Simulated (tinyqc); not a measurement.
Double-gate transistor below threshold, two-dimensional Poisson equation on a small mesh: effect of the drain voltage.

Half of a symmetric double-gate structure: row 0 is the mid-plane of the body, where the normal field vanishes. Mobile charge is neglected (subthreshold), the body is fully depleted, and potentials are counted from the intrinsic level; rows run upward to the gate, columns from source to drain.

Mesh: rows i = 0..12 in the semiconductor (step hs = tb/12, row 12 on the interface), then 8 step(s) ho = tox/8 up to the gate row 20; columns j = 0..80 (step hy = L/80). Box integration, divided by eps0: up_i = eps hy/h of the interval above row i, dn_i = that of the interval below (0 for row 0), lat_i = (sum of eps h/2 over the intervals above and below)/hy, s_i = -q Na w_i hy/eps0 with w_i the semiconductor height of the box (hs/2 for row 0 and the interface row, hs between, 0 in the insulator). Each free node obeys (up + dn + 2 lat) psi = up psi(above) + dn psi(below) + lat [psi(left) + psi(right)] + s. Fixed values: gate row Vg - Vfb; column 0 at Vbi and the last column at Vbi + Vd in the semiconductor, each running linearly to Vg - Vfb across the insulator. The system is solved directly. On row 0 the minimum of psi and its place come from a parabola through the three lowest nodes; barrier = Vbi - minimum, swing = Vt ln 10/(d psi/dVg), DIBL = (d psi/dVd)/(d psi/dVg) there. Lambda = pi/k with k the smallest positive root of tan(k tox) tan(k tb) = eox/eps_r.

Values chosen for this exercise; semiconductor permittivity close to that of gallium nitride: temperature T = 250 K; relative permittivity of the semiconductor eps_r = 9.48; relative permittivity of the insulator eox = 25; half the body thickness tb = 5 nm; insulator thickness tox = 7.2 nm; channel length L = 40 nm; acceptor density of the depleted body Na = 5.2e17 cm^-3; potential of the source Vbi = 0.57 V; gate offset Vfb = -0.04 V; gate voltage Vg = 0.1 V.

Constants: q = 1.602176634e-19 C, kB = 1.380649e-23 J/K, Vt = kB T/q, eps0 = 8.8541878128e-14 F/cm where lengths are in cm. Results are converted to the units shown.

Effect of the drain voltage:
```
Vd (V),L/Lambda,barrier (V),place y/L,swing (mV/decade),DIBL (mV/V)
0.05,2.093,0.4132,0.4919,54.55,47.15
0.25,2.093,0.4054,0.4659,54.67,39.85
0.45,2.093,0.3986,0.4465,54.88,35.21
0.65,2.093,0.3926,0.4311,55.10,31.92
0.85,2.093,0.3871,0.4182,55.34,29.45
1.05,2.093,0.3820,0.4071,55.59,27.49
```

As Vd goes from 0.05 to 1.05 V, the barrier falls from 0.413 to 0.382 V, the swing rises from 54.5 to 55.6 mV a decade and DIBL falls from 47.2 to 27.5 mV/V; the ideal swing is 49.6. The barrier top moves from y/L = 0.492 to 0.407, towards the source.

Numbers from tinyqc (`OMP_NUM_THREADS=1 python tinyqc.py 2480147 2480148 out.jsonl`; about 0.1 s on one thread of a shared Intel Xeon 2.30GHz).
